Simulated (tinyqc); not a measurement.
A ladder of methods, and size consistency: correlation methods against full CI in the sto-3g basis, for BeH2, spin multiplicity 1. Computed by the program tinyqc with PySCF. Command: `OMP_NUM_THREADS=1 python tinyqc.py 115150 115151 out.jsonl`; one thread of a shared host (Intel(R) Xeon(R) Processor @ 2.60GHz), about 2 s.

Geometry (angstrom):
```
atom,x,y,z
Be,0.0000,0.0000,0.0000
H,0.0000,1.2300,0.0380
H,0.0000,-1.2970,0.0400
```

RHF energy of one = -15.559560 hartree

All electrons correlated; +Q is the Davidson correction (1 - c0^2) E_corr. The last columns treat two copies 100 angstrom apart as one system. FCI is the lowest singlet.

Correlation energies (hartree):
```
method,E_corr of one,share of FCI (%),E_corr of two at 100 angstrom,two minus twice one (mhartree)
MP2,-0.02185,67.350,-0.04370,0.000
CISD,-0.03180,97.998,-0.06219,1.398
CISD+Q,-0.03253,100.256,-0.06486,0.194
CCSD,-0.03209,98.915,-0.06419,0.000
CCSD(T),-0.03228,99.500,-0.06457,0.000
FCI,-0.03245,100.000,-,-
```

MP2 recovers 67 %, CISD 98.0 % and CCSD 98.9 % of the FCI value (c0^2 = 0.977 in CISD). MP2 and coupled cluster are size consistent, so their last column vanishes; CISD loses 1.40 mhartree, since a double excitation on each copy is a quadruple of the pair, and the Davidson correction leaves +0.19.
